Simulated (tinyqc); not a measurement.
The window of frequencies: the 3-omega method: a line heater on a substrate with a thin film. Computed by tinyqc, a small Python program. Command: `OMP_NUM_THREADS=1 python tinyqc.py 3030110 3030111 out.jsonl threeomega walk`. One thread of a shared host (Intel(R) Xeon(R) Processor @ 2.30GHz), about 0.01 s of CPU time with the checks.

A current at angular frequency omega = 2 pi f heats the line at 2 omega with the amplitude P per length; the temperature swing Delta T at 2 omega gives a voltage at 3 omega. The substrate is taken as semi-infinite and isotropic, and the heat capacity of heater and film is left out.

Inputs (values chosen for the exercise, modelled on hafnia on silica): substrate conductivity kappa = 1.46 W/(m K); substrate heat capacity C = 1.61 1e6 J/(m^3 K); heater half-width b = 3.8 micrometre; power amplitude per length P = 1.2 W/m; current frequency f = 2800 Hz; substrate thickness d_s = 1000 micrometre.

Method:
- D = kappa/C; q = sqrt(2 i omega/D); penetration depth 1/|q| = sqrt(D/(2 omega)).
- Delta T_s = (P/(pi kappa)) int_0^infinity (sin x/x)^2 / sqrt(x^2 + (q b)^2) dx with (q b)^2 = i |q b|^2, averaged over the heater width (12 Gauss-Legendre points on each of the pieces 0, 14 log-spaced edges from 1e-5 to 1, and multiples of pi to 40 pi; the tail adds 1/(4 (40 pi)^2)).
- For |q| b much below 1: Delta T_s = (P/(pi kappa)) [-ln(|q| b) + eta - i pi/4], eta = 3/2 - C_E = 0.92278, with Euler's C_E = 0.5772157.
- The slope value uses each f and 2f: kappa = P ln 2/(2 pi [Delta T(f) - Delta T(2f)]).

diffusivity D = 0.906832 mm^2/s

Bare substrate; columns: (1) f (Hz); (2) penetration depth (micrometre); (3) |q| b; (4) in-phase (K); (5) out-of-phase (K); (6) narrow-line form (K); (7) kappa from the slope (W/(m K)):
```
(1)         (2)        (3)       (4)        (5)        (6)     (7)
0.05     1201.4  0.0031631    1.7474   -0.20548     1.7474  1.4600
0.5      379.90   0.010003    1.4462   -0.20545     1.4462  1.4601
5        120.14   0.031631    1.1450   -0.20528     1.1450  1.4606
25       53.727   0.070729   0.93461   -0.20468    0.93444  1.4627
100      26.863    0.14146   0.75378   -0.20289    0.75310  1.4709
500      12.014    0.31631   0.54588   -0.19604    0.54256  1.5128
2000     6.0068    0.63262   0.37369   -0.17942    0.36122  1.6601
10000    2.6863     1.4146   0.20135   -0.13680    0.15068  2.3584
50000    1.2014     3.1631  0.091936  -0.078800  -0.059850  4.9074
300000  0.49045     7.7479  0.037506  -0.035327   -0.29423  12.051
```

What does the comparison show, and why?

The slope gives kappa within 1 % up to |q| b = 0.14 (f = 100 Hz) among these rows. The penetration depth stays under d_s/5 = 200 micrometre from f = 5.0 Hz up, so a usable window lies between the two. At high f the flow turns one-dimensional: in-phase and out-of-phase parts become equal in size (ratio 0.94 in the last row) and fall as f^(-1/2) (exponent -0.50).
